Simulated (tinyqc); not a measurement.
Ratio and sensitivities against delay: time-domain thermoreflectance: layered heat flow under a modulated pulse train, and what the signal ratio measures. Computed by tinyqc, a small Python program. Command: `OMP_NUM_THREADS=1 python tinyqc.py 3112339 3112340 out.jsonl tdtr walk`. One thread of a shared host (Intel(R) Xeon(R) Processor @ 2.30GHz), about 0.2 s of CPU time with the checks.

Pulses repeat at 80 MHz; heat is laid down at the surface, all layers are isotropic, and the film is in perfect contact with the substrate.

Inputs (values chosen for the exercise, modelled on aluminium on beta-Ga2O3):

| quantity | value | unit |
|---|---|---|
| metal thickness d | 73 | nm |
| metal conductivity | 140 | W/(m K) |
| metal heat capacity | 2.42 | MJ/(m^3 K) |
| boundary conductance G under the metal | 220 | MW/(m^2 K) |
| film thickness | 110 | nm |
| film conductivity | 11 | W/(m K) |
| film heat capacity | 2 | MJ/(m^3 K) |
| substrate conductivity kappa | 14.3 | W/(m K) |
| substrate heat capacity C | 3.36 | MJ/(m^3 K) |
| modulation frequency f | 12 | MHz |
| spot radius w (1/e^2, pump and probe) | 4.8 | micrometre |

Stack: metal, film, substrate.

Method:
- For radial wave number k and angular frequency W each layer has u = sqrt(4 pi^2 k^2 + i W C/kappa) and gamma = kappa u. Surface impedance from below: Z = 1/gamma for the substrate; a layer of thickness L maps Z to (Z + tanh(u L)/gamma)/(1 + gamma Z tanh(u L)); a boundary adds 1/G.
- Response per absorbed watt H(W) = 2 pi int_0^(2/w) Z(k, W) exp(-pi^2 k^2 w^2) k dk by 20 Gauss-Legendre points.
- Signal: X + iY = sum_(m = -M..M) H(2 pi (f + m f_r)) exp(i 2 pi m f_r t) exp(-pi (m/M)^2 x 4), f_r = 80 MHz, M = 4000, with H(-W) the complex conjugate of H(W); V_in = X, V_out = Y, ratio = -V_in/V_out.
- Sensitivity S = ln(ratio'/ratio)/ln(1.01) for a rise of one input by 1 %.

Ratio and sensitivities:

| t (ps) | ratio | S to kappa | S to G | S to d | S to C | S to w | S to film conductivity |
|---|---|---|---|---|---|---|---|
| 100 | 5.7068 | 0.32734 | 0.01544 | -0.87784 | 0.32641 | -0.11649 | 0.19497 |
| 200 | 5.1195 | 0.31832 | -0.02366 | -0.78921 | 0.31730 | -0.11164 | 0.17219 |
| 400 | 4.2997 | 0.30511 | -0.06466 | -0.65497 | 0.30395 | -0.10398 | 0.13098 |
| 800 | 3.3112 | 0.28915 | -0.09444 | -0.48439 | 0.28770 | -0.09341 | 0.06630 |
| 1500 | 2.3890 | 0.27330 | -0.10340 | -0.32084 | 0.27137 | -0.08241 | -0.01224 |
| 2500 | 1.6955 | 0.25736 | -0.10151 | -0.19800 | 0.25472 | -0.07448 | -0.08189 |
| 4000 | 1.1305 | 0.24187 | -0.09833 | -0.10123 | 0.23792 | -0.07135 | -0.14183 |

What follows from these numbers?

The largest sensitivity in size at 100 ps is to d (-0.88). kappa and C enter almost alike, through the effusivity. At 400 ps an error of 3 % in d passes on as 6 % in kappa.

Extremes, crossings and ranges named in words are read from the listed rows.
